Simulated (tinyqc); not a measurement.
# Hydrogen passivation and dissociation of interface defects with a spread of activation energies, step by step

A worked calculation. Computed by tinyqc, a small Python program that keeps every step. Command: `OMP_NUM_THREADS=1 python tinyqc.py 3011081 3011082 out.jsonl passivation walk`. One thread of a shared host (Intel(R) Xeon(R) Processor @ 2.30GHz), about 0.01 s of CPU time with the checks. Intermediate numbers are printed to about 7 digits and carried at full precision; extremes and crossings named in words are read from the listed rows.

Active defects P react as P + H2 -> HP + H and HP -> P + H; released atomic hydrogen is removed. All defects start active. Activation energies are normally distributed, independently for the two reactions.

Inputs (values chosen for the exercise, for a model interface):
```
quantity                        value    unit
defect density N_0            5.8e+12   cm^-2
mean passivation energy E_f      1.61      eV
spread s_f                      0.098      eV
prefactor k_f0                1.3e-08  cm^3/s
mean dissociation energy E_d     2.76      eV
spread s_d                      0.046      eV
prefactor k_d0                6.8e+12     1/s
dissolved hydrogen [H2]       5.5e+16   cm^-3
anneal temperature T              510       K
anneal time t                    4200       s
```

Ambient: hydrogen.

Constants: k_B = 8.617333262e-05 eV/K.

## Sites at the mean energies

a = k_f0 [H2] exp(-E_f/k_B T), b = k_d0 exp(-E_d/k_B T); the active share of one kind of site is b/(a + b) + (a/(a + b)) exp(-(a + b) t).

passivation rate a = 8.798691e-08 1/s

dissociation rate b = 3.617556e-15 1/s

active share, single energy = 0.9996305

steady active share, single energy = 4.111470e-08

## A five-point average

Gauss-Hermite nodes for a unit normal variable, z = 0, +/-1.355626, +/-2.856970 with weights 0.533333, 0.222076, 0.011257; E_f + s_f z is varied at the mean E_d.

Nodes:
```
z            weight  energy (eV)    rate (1/s)  active share
-2.856970  0.011257     1.330017  5.142659e-05     0.8057420
-1.355626  0.222076     1.477149  1.808190e-06     0.9924344
0.000000   0.533333     1.610000  8.798691e-08     0.9996305
1.355626   0.222076     1.742851  4.281460e-09     0.9999820
2.856970   0.011257     1.889983  1.505388e-10     0.9999994
```

active share, five points = 0.9959310

Caution: the spread exceeds 1.3 k_B T, so the integrand is step-like and five points are a rough average.

## Average over the spread

Full average: z from -5 to 5 in steps of 0.125 with normalised weights exp(-z^2/2), energy = mean + spread x z, over both energies.

active share = 0.9960473

active defects = 5.777074e+12 cm^-2

The spread changes the active share from 1.000 to 0.996.

## Isochronal anneals

The formulas are those given above.

Same time, other temperatures:
```
T (K)       a (1/s)       b (1/s)  active share, single energy  active share, spread
450    6.654258e-10  8.353517e-19                 9.999972e-01          9.999329e-01
525    2.506030e-07  2.176081e-14                 9.989480e-01          9.908281e-01
600    2.142403e-05  4.461997e-11                 9.139486e-01          7.948682e-01
675    6.815564e-04  1.680412e-08                 5.714288e-02          2.211630e-01
750    1.085381e-02  1.932525e-06                 1.780187e-04          9.051836e-03
825    1.044967e-01  9.379076e-05                 8.967428e-04          2.807145e-03
900    6.897677e-01  2.383357e-03                 3.443406e-03          8.689417e-03
975    3.405734e+00  3.681797e-02                 1.069496e-02          2.248181e-02
1050   1.338586e+01  3.846732e-01                 2.793453e-02          4.966478e-02
1125   4.383525e+01  2.939362e+00                 6.284097e-02          9.560698e-02
```

The active share is lowest, 0.00281, at 825 K of those listed: below, passivation is too slow for this time, and above, dissociation competes. A single energy would promise 1.78e-4 (at 750 K), so among these rows the spread raises the floor by a factor 16.

## Isothermal kinetics

Times are decades about 1/(a + b) of the mean site. The last column is the part of the change still to come; rows stop once it is below 1e-5.

Against time:
```
t (s)     active share, single energy  active share, spread  unreacted part
1.00e+04                 9.991205e-01          9.913295e-01    9.913295e-01
1.00e+05                 9.912399e-01          9.441353e-01    9.441352e-01
1.00e+06                 9.157729e-01          7.699172e-01    7.699170e-01
1.00e+07                 4.148372e-01          4.378005e-01    4.378000e-01
1.00e+08                 1.509716e-04          1.399266e-01    1.399259e-01
1.00e+09                 4.111470e-08          2.145380e-02    2.145296e-02
1.00e+10                 4.111470e-08          1.429034e-03    1.428183e-03
1.00e+11                 4.111470e-08          3.949593e-05    3.864383e-05
```

A single energy finishes within about two decades of time. With the spread the unreacted part is 0.94 at 100000 s and still 0.14 at 1e8 s, where one energy leaves 1.5e-4: a width of s/k_B T = 2.23 in ln(rate) stretches the decay markedly. Times above 1e9 s (about 30 years) are only formal.

Checks made by the program: the average on a grid twice as fine (relative difference 4e-08).
